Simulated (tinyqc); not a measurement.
Inside a calculation. Method: G0W0 on RHF in the sto-3g basis, for H2, spin multiplicity 1. Computed by tinyqc, a small Python program that keeps every step (integrals from PySCF). Settings: charge = 0, multiplicity = 1, basis = sto-3g, method = RHF, energy threshold = 1e-10, iteration cap = 80, orthogonalisation = canonical, start = Wolfsberg-Helmholz matrix, DIIS depth = 6. Command: `OMP_NUM_THREADS=1 python tinyqc.py 25899 25900 out.jsonl` (the two numbers bound the seeds that draw the settings). One thread of a shared host (Intel(R) Xeon(R) Processor @ 2.60GHz), about 0.04 s of CPU time with the checks. The early iterations of the SCF are left out here.

## One-electron integrals

Geometry (angstrom):
```
atom       x       y       z
H     0.0000  0.0000  0.0000
H     0.0000  0.0000  0.7790
```

Basis sto-3g: exponents (1/bohr^2) and contraction coefficients of normalised primitives:
```
element  l (shell)  exponent  coefficient
H            s (1)    3.4253       0.1543
H            s (1)    0.6239       0.5353
H            s (1)    0.1689       0.4446
```

Overlap, kinetic and nuclear-attraction integrals over the contracted functions; the nuclear repulsion is the sum of Za Zb / Rab.

nuclear repulsion = 0.679303 hartree

overlap S, order 1H 1s, 2H 1s:
```
[[1.0000, 0.6344],
 [0.6344, 1.0000]]
```

kinetic energy T (hartree), order 1H 1s, 2H 1s:
```
[[0.7600, 0.2144],
 [0.2144, 0.7600]]
```

nuclear attraction V (hartree), order 1H 1s, 2H 1s:
```
[[-1.8563, -1.1285],
 [-1.1285, -1.8563]]
```

core Hamiltonian H = T + V (hartree), order 1H 1s, 2H 1s:
```
[[-1.0963, -0.9142],
 [-0.9142, -1.0963]]
```

## Two-electron integrals

Functions are numbered as in S; the eight-fold symmetry (ij|kl) = (ji|kl) = (kl|ij) leaves the list below.

Two-electron integrals (ij|kl) in chemists' order, unique and non-zero (hartree):
```
(11|11) 0.7746   (21|11) 0.4226   (21|21) 0.2725   (22|11) 0.5554
(22|21) 0.4226   (22|22) 0.7746
```

## Orthogonalisation

S = U s U^T; canonical form X = U s^(-1/2), so that X^T S X = 1. Each column of U has its largest component positive (the first on a tie).

eigenvalues of S: [0.3656, 1.6344]

X, order 1H 1s, 2H 1s:
```
[[1.1695, 0.5531],
 [-1.1695, 0.5531]]
```

## Iteration 2 (converged): orbitals

converged F (hartree), order 1H 1s, 2H 1s:
```
[[-0.3443, -0.5755],
 [-0.5755, -0.3443]]
```

Diagonalise F' = X^T F X, C = X C', fill 1 alpha and 1 beta electrons from the bottom; D = 2 C_occ C_occ^T. Each column has its largest component positive (the first on a tie).

F' = X^T F X (hartree):
```
[[0.6323, 0.0000],
 [0.0000, -0.5627]]
```

orbital energies (hartree): [-0.5627, 0.6323]

coefficients C, order 1H 1s, 2H 1s:
```
[[0.5531, 1.1695],
 [0.5531, -1.1695]]
```

D after iteration 2, order 1H 1s, 2H 1s:
```
[[0.6118, 0.6118],
 [0.6118, 0.6118]]
```

## Convergence

Stop when the energy changes by less than 1e-10 hartree and every element of the error matrix X^T (F D S - S D F) X is below 3e-06.

Course of the cycle:
```
iteration  E (hartree)  change  largest element of the error matrix
1            -1.113501       -                               0.0000
2            -1.113501  0.0000                               0.0000
```

PySCF RHF in the same basis = -1.113501 hartree

Converged in 2 iterations.

## Integrals over molecular orbitals

(pq|rs) = sum C_ip C_jq C_kr C_ls (ij|kl), one index at a time.

one-electron integrals over orbitals h = C^T H C (hartree):
```
[[-1.2301, 0.0000],
 [0.0000, -0.4982]]
```

Two-electron integrals over orbitals (pq|rs), unique and non-zero (hartree):
```
(11|11) 0.6673   (21|21) 0.1834   (22|11) 0.6570   (22|22) 0.6905
```

## Screening: direct RPA

With D = e_a - e_i and K = (ia|jb): diagonalise D^(1/2) (D + 4K) D^(1/2) = Z w^2 Z^T; X + Y = D^(1/2) Z w^(-1/2), each column of Z with its largest component positive (the first on a tie); E_c = (sum w - tr (D + 2K)) / 2.

D^(1/2) (D + 4K) D^(1/2) (hartree^2), order 1>2:
```
[[2.3050]]
```

excitation energies w (hartree): [1.5182]

X + Y, order 1>2:
```
[[0.8872]]
```

RPA correlation energy = -0.021844 hartree

## G0W0 on Hartree-Fock: HOMO

W(p,q,m) = sqrt2 sum_ia (pq|ia) (X+Y)_ia,m; Sigma_c(x) = sum_(i,m) W^2/(x - e_i + w_m) + sum_(a,m) W^2/(x - e_a - w_m); solve x = e_p + Sigma_c(x) by Newton steps; Z = 1/(1 - dSigma/dx); 1 hartree = 27.211386 eV.

The 12 largest terms at x = e_p (hartree; W for the signs of X + Y given):
```
q  m       W     term
2  1  0.2301  -0.0195
```

Newton steps (hartree):
```
step        x  Sigma_c(x)       Z
0     -0.5627     -0.0195  0.9929
1     -0.5821     -0.0194  0.9930
2     -0.5821     -0.0194  0.9930
```

quasiparticle energy of the HOMO = -15.8404 eV

Hartree-Fock value = -15.3130 eV

## G0W0 on Hartree-Fock: LUMO

As before.

The 12 largest terms at x = e_p (hartree; W for the signs of X + Y given):
```
q  m       W    term
1  1  0.2301  0.0195
```

Newton steps (hartree):
```
step       x  Sigma_c(x)       Z
0     0.6323      0.0195  0.9929
1     0.6517      0.0194  0.9930
2     0.6517      0.0194  0.9930
```

quasiparticle energy of the LUMO = 17.7342 eV

Hartree-Fock value = 17.2068 eV
